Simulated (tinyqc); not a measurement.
Central-cell correction: shallow acceptor in the spherical four-band model.

The ground state 1S3/2 has an L = 0 part f(r) and an L = 2 part g(r). In units of Ry* and a*, with Gaussians f_i = exp(-a_i r^2), g_i = r^2 exp(-a_i r^2), A = a_i + a_j and I(n) = Gamma((n + 1)/2)/(2 A^((n + 1)/2)): S_ff = I(2), S_gg = I(6), H_ff = (6 a_i a_j/A) I(2) - 2 I(1), H_gg = (14 a_i a_j/A) I(6) - 2 I(5), H_fg = -mu [15 I(2) - 20 a_j I(4) + 4 a_j^2 I(6)]; each function is then normalised. The split-off band is left out.

Converged values use 22 exponents 2.2^i, i = -7 to 14, for f and for g.

Inputs chosen for the exercise (out of a larger set: near those of a shallow acceptor in Ge; not measured data): rc = 1.6 angstrom (radius of the central cell); Vs = (3, 1, 0, -1, -2, -3, -4) eV (central-cell strengths).

mu = 0.76450
Ry* = 3.8660 meV
a* = 114.960 angstrom

A short-range term V exp(-r^2/rc^2) is added (negative: attracts the hole); its elements are V S (A/(A + 1/rc^2))^(3/2) for f and ^(7/2) for g, in the same units.

Results:
```
V (eV)  1S binding (meV)  2S binding (meV)  <r> (angstrom)  L = 2 weight
3.0                  8.5              2.57            85.8         0.269
1.0                  8.6              2.58            84.8         0.270
0.0                  8.7              2.59            84.3         0.270
-1.0                 8.8              2.60            83.7         0.270
-2.0                 8.8              2.60            83.0         0.271
-3.0                 8.9              2.62            82.2         0.271
-4.0                 9.0              2.63            81.4         0.271
```

What can be read from this table?

From V = 0 to -4 eV the 1S binding grows by 0.3 meV (4 %) and the 2S binding by 0.04 meV, so the chemical shift sits mainly in the ground state. A repulsion of 3 eV removes 0.2 meV. The slope is 0.10 meV per eV over the last step against 0.05 on the repulsive side, since attraction pulls the state into the cell; over this range the level stays shallow.

Program tinyqc; command `OMP_NUM_THREADS=1 python tinyqc.py 1280606 1280607 out.jsonl`; about 0.04 s on one thread of a shared Intel(R) Xeon(R) Processor @ 2.30GHz.
